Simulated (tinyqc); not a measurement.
Minimum-mode following (dimer method) and harmonic rate on a two-dimensional model surface: one step, computed by the program tinyqc.

V(x, y) = h u^2 + t x + (kappa/2)(y + c u)^2 with u = x^2/w^2 - 1; the path runs from the minimum near (-w, 0) to that near (w, 0).

Question. Stationary points. Newton steps x(new) = x - H^-1 grad V (moves limited to 0.3 angstrom) from (-w, 0), (w, 0) and (0, c) give the two minima and the saddle.

Inputs (values chosen for the exercise, for a model surface):
```
quantity,value,unit
height h,0.73,eV
half width w,1.5,angstrom
transverse stiffness kappa,4.6,eV/angstrom^2
curvature c,0.79,angstrom
tilt t,-0.16,eV/angstrom
```

Surface: curved double well.

Give: positions; energies; barrier from the start.

Answer.

positions (angstrom):
```
,x,y
start,-1.4341,0.0679
end,1.5582,-0.0625
saddle,-0.1241,0.7846
```

energies (eV): start 0.23485, end -0.24474, saddle 0.73990

barrier from the start = 0.50505 eV
